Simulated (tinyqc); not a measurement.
What moves the results: quantum-confined Stark effect in a modulator well. A value that a table varies takes the place of the one given here.

Envelopes on cells of 0.5 angstrom over the well |z| < L/2 and 45 angstrom of barrier on each side, psi = 0 beyond, psi'/m continuous (mean mass between points), c = hbar^2/2m0. The electron sees + e F z and the hole - e F z, each with its offset in the barriers; 1 kV/cm = 1e-5 eV/angstrom. Light holes, band mixing and escape by tunnelling are left out.

Exciton: in-plane function exp(-rho/lam), 1/mu = 1/me + 1/mp, E(lam) = c/(mu lam^2) - (q/eps) times the integral over k of Fm(k)(1 + (k lam/2)^2)^(-3/2), Fm(k) the double integral of psi_e^2 psi_h^2 exp(-k |z - z'|), q = e^2/(4 pi eps0); binding Eb = -E at the minimum. Line at Eg + E_e + E_h - Eb, strength proportional to overlap^2/lam^2.

Constants: hbar^2/2m0 = 3.80998211 eV angstrom^2; e^2/(4 pi eps0) = 14.39964547 eV angstrom; hc = 1239.841984 eV nm.

Parameters, chosen for this exercise (near those of a GaAs well in AlGaAs; the results hold for these values, not for the real material):
```
symbol  value                             unit      meaning
L       62                                angstrom  well width
Vc      0.256                             eV        conduction offset
Vv      0.15                              eV        heavy-hole offset
me      0.0644                            m0        electron, well
meb     0.0954                            m0        electron, barrier
mh      0.333                             m0        heavy hole along z, well
mhb     0.399                             m0        heavy hole, barrier
Eg      1.399                             eV        gap of the well
mp      0.164                             m0        heavy hole in the plane
eps     12.5                                        dielectric constant
Fs      (0, 24, 47, 71, 98, 126, 157)     kV/cm     fields
Ls      (50, 66, 84, 104, 126, 150, 170)  angstrom  widths
F_L     84                                kV/cm     field for this table
F       84                                kV/cm     field
```

## Raising the field

All quantities anew; shifts from zero field.

Results:
```
F (kV/cm),dE_e (meV),dE_h (meV),Eb (meV),line shift (meV),overlap^2,relative strength
0,0.00,0.00,9.66,0.00,0.973,1.000
24,-0.12,-0.26,9.63,-0.36,0.965,0.987
47,-0.45,-0.99,9.57,-1.36,0.941,0.953
71,-1.04,-2.24,9.47,-3.09,0.902,0.897
98,-1.97,-4.20,9.32,-5.84,0.844,0.819
126,-3.26,-6.82,9.13,-9.54,0.776,0.727
157,-5.06,-10.33,8.90,-14.62,0.694,0.624
```

What can be read from the table?

The line shift grows with exponent 2.00 in F at low field and 1.94 at the end, still close to the quadratic law. The hole gives 69 % of the level shift in the second row and 67 % in the last. The largest shift is 1.5 times the zero-field binding, yet 92 % of the binding survives, since the walls stop the field from pulling the pair apart. The strength keeps 62 %.

## Width of the well

Zero-field line, its shift at F_L and the relative strength.

Results:
```
L (angstrom),line at F = 0 (nm),Eb (meV),shift (meV),relative strength,shift x strength (meV)
50,832.6,10.03,-2.63,0.932,2.45
66,849.3,9.54,-5.03,0.827,4.16
84,860.8,9.03,-9.38,0.621,5.82
104,868.7,8.54,-16.38,0.359,5.88
126,874.2,8.07,-26.47,0.152,4.04
150,878.1,7.63,-39.91,0.047,1.86
170,880.3,7.31,-52.63,0.015,0.77
```

What can be read from the table?

The shift grows with exponent 2.34 in L over the first two rows and 2.21 over the last two, against 4 for hard walls at second order; leakage lowers it in narrow wells and saturation in wide ones. The strength falls from 0.93 to 0.01, and the product of the two is largest at 104 angstrom.

## What each parameter does

Zero-field line, shift at F, overlap^2 and Eb at F. Each row changes one parameter from the base and keeps the others.

Results:
```
case,line (nm),shift (meV),overlap^2,Eb (meV)
base,845.8,-4.31,0.875,9.40
L = 52 angstrom,835.2,-2.86,0.915,9.82
F = 67 kV/cm,845.8,-2.75,0.909,9.49
Vc = 0.205 eV,848.6,-4.60,0.857,9.29
Vv = 0.188 eV,845.3,-3.98,0.878,9.47
me = 0.0741 m0,847.9,-4.28,0.878,10.09
mh = 0.283 m0,844.9,-4.24,0.888,9.37
eps = 11.2,847.0,-4.24,0.875,11.29
```

What does this show?

The largest shifts from the base row, up to three for each result and ties (the steps differ in size, so this ranks the rows, not the parameters). line (nm): L -10.7, Vc +2.7, me +2.1; unchanged at the printed digits by F. shift (meV): F +1.55, L +1.45, Vv +0.32. overlap^2: L +0.040, F +0.033, Vc -0.019; unchanged at the printed digits by eps. Eb (meV): eps +1.89, me +0.69, L +0.42.

(tinyqc, `OMP_NUM_THREADS=1 python tinyqc.py 1280337 1280338 out.jsonl`, Intel(R) Xeon(R) Processor @ 2.30GHz, 1 thread, shared host, about 0.3 s.)
